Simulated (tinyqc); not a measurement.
Bethe-Salpeter matrix of a two-band square lattice (Tamm-Dancoff form): one step. Exciton levels and strengths.

Inputs chosen for the exercise: Eg = 2.4 eV (quasiparticle gap).

H (eV):
```
           j00        j01        j02        j10        j11        j12        j20        j21        j22
j00   1.760774  -0.043720  -0.043720  -0.043720   0.028527   0.028527  -0.043720   0.028527   0.028527
j01  -0.043720   2.360774  -0.043720   0.028527  -0.043720   0.028527   0.028527  -0.043720   0.028527
j02  -0.043720  -0.043720   2.360774   0.028527   0.028527  -0.043720   0.028527   0.028527  -0.043720
j10  -0.043720   0.028527   0.028527   2.360774  -0.043720  -0.043720  -0.043720   0.028527   0.028527
j11   0.028527  -0.043720   0.028527  -0.043720   2.960774  -0.043720   0.028527  -0.043720   0.028527
j12   0.028527   0.028527  -0.043720  -0.043720  -0.043720   2.960774   0.028527   0.028527  -0.043720
j20  -0.043720   0.028527   0.028527  -0.043720   0.028527   0.028527   2.360774  -0.043720  -0.043720
j21   0.028527  -0.043720   0.028527   0.028527  -0.043720   0.028527  -0.043720   2.960774  -0.043720
j22   0.028527   0.028527  -0.043720   0.028527   0.028527  -0.043720  -0.043720  -0.043720   2.960774
```

Problem. Diagonalise. For the lowest state give the amplitudes A_k (norm 1, largest positive) and f = (sum_k A_k)^2/Nk, Nk the size of the matrix.

Give: levels; amplitudes of the lowest state; f of the lowest state.

Solution.

levels (eV): [1.7462, 2.2600, 2.3836, 2.3854, 2.3854, 2.9070, 2.9513, 2.9513, 3.0767]

amplitudes of the lowest state: j00 0.990, j01 0.068, j02 0.068, j10 0.068, j11 -0.023, j12 -0.023, j20 0.068, j21 -0.023, j22 -0.023

f of the lowest state = 0.152

The lowest state lies 0.6538 eV below the gap Eg = 2.4 eV and holds 15 % of the strength, against 11 % for one free pair. On a fine mesh the triplet and singlet bindings are 0.8746 and 0.5142 eV.

Run: tinyqc, `OMP_NUM_THREADS=1 python tinyqc.py 1250301 1250302 out.jsonl`; Intel(R) Xeon(R) Processor @ 2.30GHz, one thread, shared host; about 0.5 s of CPU time with all checks.
